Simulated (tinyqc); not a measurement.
Worked calculation: rapid thermal processing of a wafer: radiative balance, ramp and cooling, pattern effects, pyrometer error and spike budget. Computed by tinyqc, a small Python program that keeps every step. Command: `OMP_NUM_THREADS=1 python tinyqc.py 3114199 3114200 out.jsonl rtp walk`. One thread of a shared host (Intel(R) Xeon(R) Processor @ 2.30GHz), about 0.04 s of CPU time with the checks. Intermediate numbers are printed to about 5 digits and carried at full precision; extremes and crossings named in words are read from the listed rows.

The wafer is opaque and uniform through its thickness unless said otherwise; temperatures in formulas are in kelvin (C + 273.15). sigma = 5.670374419e-12 W/(cm^2 K^4).

Inputs (values chosen for the exercise, modelled on a hot silicon wafer): wafer thickness d = 775 micrometre; heat capacity per volume C = 2.23 J/(cm^3 K); thermal conductivity k = 0.23 W/(cm K); emissivity eps of each face = 0.71; reflectivity of the chamber walls r = 0.52; gas heat-transfer coefficient h, both faces together = 1.3 mW/(cm^2 K); wall temperature T_w = 300 K; process temperature = 826 C; starting temperature = 450 C; ramp rate = 42 K/s; relative change of absorptivity over a pattern = 14 %; period of the pattern = 2.5 mm; pyrometer wavelength = 3.8 micrometre; error of the assumed emissivity = 4.7 %; activation energy of the process E_a = 3.66 eV.

Constants: k_B = 8.617333262e-05 eV/K; h = 6.62607015e-34 J s; c = 299792458 m/s; k_B = 1.380649e-23 J/K.

## Power to hold and to ramp

Effective emissivity between parallel grey plates: eps_eff = 1/(1/eps + 1/(1 - r) - 1). Loss per area q(T) = 2 eps_eff sigma (T^4 - T_w^4) + h (T - T_w). Absorbed power during a ramp = q(T) + C d x ramp rate; thermal time constant tau = C d/(dq/dT), dq/dT = 8 eps_eff sigma T^3 + h; natural cooling rate q/(C d); front-to-back difference under one-sided heating at the end of the ramp = (absorbed power) d/(2 k).

eps_eff = 0.40132

holding power q = 7.6450 W/cm^2

power at the end of the ramp = 14.904 W/cm^2

dq/dT = 25.475 mW/(cm^2 K)

time constant tau = 6.7842 s

natural cooling rate = 44.235 K/s

front-to-back difference = 2.5109 K

Radiation carries 86 % of the loss. The ramp needs 1.9 times the holding power.

## Cooling curve

Cooling with the lamps off: C d dT/dt = -q(T), integrated adaptively (relative tolerance 1e-10).

Lamps off at t = 0:
```
t (s)   T (C)  cooling rate (K/s)
0.68   797.34              40.165
1.40   769.77              36.530
2.70   725.85              31.274
4.70   669.52              25.416
6.80   620.95              21.085
10.00  561.22              16.569
17.00  467.05              11.003
27.00  378.48               7.180
```

The rate falls from 44.2 K/s at t = 0 to 7.18 K/s in the last row.

## Thermal budget of a spike

Spike anneal: linear ramp to the peak, then lamps off. Equivalent time at the peak = int exp(-(E_a/k_B)(1/T - 1/T_peak)) dt; estimate (k_B T^2/E_a)(1/ramp rate + 1/cooling rate). The ramp part uses 4000 trapezoid steps, the cooling part 4000 steps over 4 tau. Time within 50 K of the peak from the same curves.

equivalent time, ramp = 0.64468 s

equivalent time, cooling = 0.67087 s

equivalent time, total = 1.3156 s

estimate = 1.3203 s

time within 50 K of the peak = 2.4218 s

Cooling supplies 51 % of the budget.

## What a faster ramp buys

The formulas are those given above.

Against the ramp rate:
```
ramp (K/s)  ramp part (s)  cooling part (s)  total (s)  power at the peak (W/cm^2)
10                 2.7077           0.67087     3.3785                        9.37
25                 1.0831           0.67087     1.7539                       11.97
50                 0.5415           0.67087     1.2124                       16.29
100                0.2708           0.67087     0.9416                       24.93
250                0.1083           0.67087     0.7792                       50.85
500                0.0542           0.67087     0.7250                       94.06
1000               0.0271           0.67087     0.6979                      180.47
```

From 10 to 100 K/s the total falls by a factor 3.6, from 100 to 1000 K/s by 1.35: the cooling part, 0.671 s, is a floor, and the natural cooling rate here is 44.2 K/s.

## Pattern effect

At steady state a sinusoidal change of absorbed power of relative amplitude a and period p gives the temperature amplitude a q/(dq/dT + k d (2 pi/p)^2); healing length l = sqrt(k d/(dq/dT)); process change = E_a dT/(k_B T^2). Emissivity is taken as unchanged.

healing length l = 8.3649 mm

amplitude without lateral conduction = 42.014 K

amplitude = 0.094844 K

change of the process rate = 0.33343 %

Lateral conduction cuts the amplitude to 0.23 %, since p/(2 pi l) = 0.048.

## Pyrometer error

Signal proportional to eps/(exp(c2/(lambda T)) - 1), c2 = h c/k_B. If the assumed emissivity is too high by the given error, the reading T' solves (1 + error)/(exp(c2/(lambda T')) - 1) = 1/(exp(c2/(lambda T)) - 1). Wien estimate: T' - T = -lambda T^2 ln(1 + error)/c2. Process rates go as exp(-E_a/(k_B T)).

c2 = 14388 micrometre K

c2/(lambda T) = 3.4447

reading less true temperature = -14.017 K

Wien estimate = -14.655 K

rate at T over rate at T', less 1 = 64.728 %

Caution: below about 600 C lightly doped silicon is partly transparent at this wavelength, so its emissivity is not yet the hot value early in the ramp.

Checks made by the program: cooling time against quadrature of C d dT/q (relative difference 2e-08).
